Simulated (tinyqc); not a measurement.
# Sub-threshold conduction and electro-thermal threshold of an amorphous chalcogenide: the S-shaped curve

Trap-limited conduction: I = I0 exp(-Ea/kB T) sinh(q V dz/(2 ua kB T)), I0 = 2 q A Nt dz/ta. One lumped temperature T = T0 + Rt I V. The threshold is the largest V for which a steady state exists on the low-current branch.

For each T, V solves Rt I(V, T) V = T - T0.

Inputs (values chosen for the exercise); values of the order of Ge-Sb-Te and related chalcogenides:
- T0 = 330 K (ambient temperature)
- A = 430 nm^2 (cross-section)
- ua = 22 nm (amorphous thickness)
- dz = 4.5 nm (distance between traps)
- Ea = 0.36 eV (activation energy)
- Nt = 3e19 cm^-3 (trap density)
- ta = 1e-14 s (attempt time)
- Rt = 4.6 K/uW (thermal resistance)

Constants: q = 1.602176634e-19 C, kB = 1.380649e-23 J/K. Results are converted to the units shown.

The S-shaped curve:

| T (K) | V (V) | I (uA) | V/I (kohm) |
|---|---|---|---|
| 333 | 1.390 | 0.4692 | 2962 |
| 340 | 1.642 | 1.324 | 1241 |
| 354 | 1.799 | 2.900 | 620.2 |
| 378 | 1.888 | 5.528 | 341.4 |
| 402 | 1.916 | 8.168 | 234.6 |
| 426 | 1.923 | 10.86 | 177.1 |
| 474 | 1.908 | 16.41 | 116.2 |
| 541 | 1.864 | 24.60 | 75.78 |
| 636 | 1.794 | 37.08 | 48.38 |
| 760 | 1.709 | 54.71 | 31.24 |
| 951 | 1.608 | 83.97 | 19.15 |

V goes from 1.39 through a maximum of 1.92 (at T = 426 K among the rows listed) to 1.61 V, while I rises from 0.469 to 84.0 uA. The exact threshold is 1.923 V at 425.5 K; beyond it V falls as I rises, a negative differential resistance that a voltage source cannot hold. For T = 541, 636, 760 the layer would crystallise if held at such a temperature. For T = 951 the layer would melt.

Range of the model: Purely electronic switching mechanisms, filaments and series resistance are left out.

tinyqc, about 0.01 s, one thread, Intel Xeon 2.30GHz (shared host): `OMP_NUM_THREADS=1 python tinyqc.py 2490033 2490034 out.jsonl`
